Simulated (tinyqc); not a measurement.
Two-dimensional dopant profile at a mask edge: lateral junction, overlap and effective channel length. Changing the dose Q. Computed by tinyqc, a small Python program. Command: `OMP_NUM_THREADS=1 python tinyqc.py 3029578 3029579 out.jsonl lateral sweep`. One thread of a shared host (Intel(R) Xeon(R) Processor @ 2.30GHz), about 0.01 s of CPU time with the checks.

Ions enter for y < 0; the mask (spacer, then gate) covers y > 0. x is the depth. The surface reflects dopant during the anneal.

Inputs (values chosen for the exercise, modelled on a source-drain extension in silicon):
```
quantity               value    unit
projected range R_p        6      nm
vertical straggle        2.1      nm
lateral straggle         1.3      nm
anneal budget D t    1.8e-14    cm^2
channel doping C_B   1.4e+18  1/cm^3
gate length L_g           45      nm
offset spacer            3.9      nm
oxide thickness          3.3      nm
```

Constants: eps_0 = 8.8541878128e-12 F/m.

Method:
- Widths s_x^2 = (vertical straggle)^2 + 2 D t, s_y^2 = (lateral straggle)^2 + 2 D t. C(x, y) = V(x) (1/2) erfc(y/(sqrt2 s_y)), V(x) = Q/(sqrt(2 pi) s_x) [exp(-(x - R_p)^2/(2 s_x^2)) + exp(-(x + R_p)^2/(2 s_x^2))]; 1 nm = 1e-7 cm.
- The vertical junction far from the mask solves V(x) = C_B.
- The lateral junction at depth x solves C = C_B: y_j(x) = sqrt2 s_y erfc^-1(2 C_B/V(x)). Overlap under the gate = y_j(0) - spacer; metallurgical channel L_met = L_g - 2 overlap (tails from the two sides are not added).
- Abruptness at y_j(0) in nm per decade = ln(10) s_y sqrt(pi/2) exp(u^2) erfc(u), u = y_j/(sqrt2 s_y). Overlap capacitance per width = 3.9 eps_0 overlap/t_ox (zero if there is no overlap).

One run for each value; columns: (1) dose Q (1/cm^2); (2) lateral junction y_j(0) (nm); (3) vertical junction x_j (nm); (4) lateral abruptness (nm/decade); (5) overlap capacitance (fF/um):
```
(1)         (2)    (3)    (4)      (5)
3.00e+13  2.320  13.39  3.457  0.00000
6.90e+13  3.427  14.24  2.744  0.00000
1.60e+14  4.347  15.02  2.327  0.00468
3.60e+14  5.117  15.72  2.058  0.01273
8.30e+14  5.825  16.38  1.857  0.02014
1.90e+15  6.464  17.00  1.704  0.02683
1.00e+16  7.608  18.15  1.483  0.03880
```

Give the missing row, dose Q (1/cm^2) = 4.40e+15.

Computed row; columns: (1) dose Q (1/cm^2); (2) lateral junction y_j(0) (nm); (3) vertical junction x_j (nm); (4) lateral abruptness (nm/decade); (5) overlap capacitance (fF/um):
```
(1)         (2)    (3)    (4)      (5)
4.40e+15  7.063  17.60  1.581  0.03309
```

Interpolating between the two neighbouring rows (the first column on a logarithmic scale, the others too where they are positive) misses most in overlap capacitance (fF/um), by 2.3 %. Over the rows, lateral junction y_j(0) (nm) rises from 2.32 to 7.61 (exponent d ln y / d ln x 0.47 between the first rows and 0.091 between the last); vertical junction x_j (nm) rises from 13.4 to 18.2 (exponent d ln y / d ln x 0.074 between the first rows and 0.038 between the last); lateral abruptness (nm/decade) falls from 3.46 to 1.48 (exponent d ln y / d ln x -0.28 between the first rows and -0.078 between the last). Where V(0) stays far above C_B, dose enters the junctions only through about the root of a logarithm.

Caution (all rows): the profile peaks below the surface, where the junction reaches further under the gate than y_j(0); the overlap given is the one at the surface. Caution (rows 3.60e14, 8.30e14, 1.90e15, 4.40e15, 1.00e16): the peak exceeds usual solubilities, so part of the dose is inactive and diffusion is concentration dependent.

Extremes, crossings and ranges named in words are read from the listed rows.
